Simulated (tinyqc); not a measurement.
# Input admittance of a MOSFET at zero drain bias: distributed channel and distributed gate: effect of the gate overdrive

Source and drain grounded, strong inversion, w = 2 pi f, Cox = eps0 eox/tox. The channel is an RC line of resistance 1/(mu Cox Vo) per square fed from both ends, so one finger has the intrinsic admittance y = i w Cox L tanh(g)/g per width, g = (1/2) sqrt(i w tau), tau = L^2/(mu Vo). The vertical resistance rv/L is in series with y, the overlaps 2 i w Cov in parallel: y_t = 1/(1/y + rv/L) + 2 i w Cov. The gate strip is a line of Rsh/L per length loaded by y_t, so a finger has Y = y_t Wf tanh(k)/k, k = (Wf/sd) sqrt(y_t Rsh/L); the device has Nf Y.

Low-frequency limits, with c = Cox L and ct = c + 2 Cov: R_strip = Rsh Wf/(3 sd^2 L Nf), R_ch = (c/ct)^2 L/(12 mu Cox Vo Wf Nf), R_vert = (c/ct)^2 rv/(L Wf Nf), C = ct Wf Nf. Z = 1/(Nf Y) = R + 1/(i w C), Q = |Im Z|/R, far-point signal |1/cosh k|.

Inputs (values chosen for the exercise); values of the order met in silicon radio-frequency transistors: relative permittivity of the gate insulator (close to silicon dioxide) eox = 3.9; insulator thickness tox = 1.8 nm; channel length L = 1 um; finger width Wf = 0.8 um; number of fingers Nf = 64; channel mobility mu = 180 cm^2/(V s); sheet resistance of the gate Rsh = 8.3 ohm/square; vertical resistivity of the gate stack rv = 0 ohm um^2; number of ends at which a finger is contacted sd = 1; overlap and fringe capacitance on each side Cov = 0.2 fF/um; frequency f = 6.5 GHz.

Constants: eps0 = 8.8541878128e-14 F/cm where lengths are in cm. Results are converted to the units shown.

Result of one run:

| Vo (V) | w tau | \|k\| | R (ohm) | low-frequency R (ohm) | C (fF) | Q | signal at the far point |
|---|---|---|---|---|---|---|---|
| 0.65 | 3.491 | 0.06341 | 6.954 | 6.993 | 984.9 | 3.575 | 0.9995 |

What becomes of these results when the gate overdrive Vo is changed from 0.65 to 0.8 V, all else the same?

Result of the changed run:

| Vo (V) | w tau | \|k\| | R (ohm) | low-frequency R (ohm) | C (fF) | Q | signal at the far point |
|---|---|---|---|---|---|---|---|
| 0.8 | 2.836 | 0.06398 | 5.667 | 5.688 | 990.8 | 4.360 | 0.9995 |

The whole series:

| Vo (V) | w tau | \|k\| | R (ohm) | low-frequency R (ohm) | C (fF) | Q | signal at the far point |
|---|---|---|---|---|---|---|---|
| 0.2 | 11.34 | 0.05379 | 21.43 | 22.65 | 851.0 | 1.343 | 0.9991 |
| 0.35 | 6.483 | 0.05996 | 12.72 | 12.96 | 944.7 | 2.038 | 0.9992 |
| 0.5 | 4.538 | 0.06232 | 8.996 | 9.080 | 973.1 | 2.797 | 0.9993 |
| 0.65 | 3.491 | 0.06341 | 6.954 | 6.993 | 984.9 | 3.575 | 0.9995 |
| 0.8 | 2.836 | 0.06398 | 5.667 | 5.688 | 990.8 | 4.360 | 0.9995 |
| 0.95 | 2.388 | 0.06432 | 4.783 | 4.795 | 994.2 | 5.149 | 0.9996 |
| 1.1 | 2.063 | 0.06453 | 4.138 | 4.146 | 996.4 | 5.938 | 0.9997 |
| 1.25 | 1.815 | 0.06467 | 3.647 | 3.653 | 997.8 | 6.728 | 0.9997 |

As Vo goes from 0.2 to 1.25, R falls from 21.4 to 3.65 ohm, C rises from 851 to 998 fF and Q rises from 1.34 to 6.73. Only the channel term depends on Vo.

tinyqc, about 0.01 s, one thread, Intel Xeon 2.30GHz (shared host): `OMP_NUM_THREADS=1 python tinyqc.py 2262073 2262074 out.jsonl`
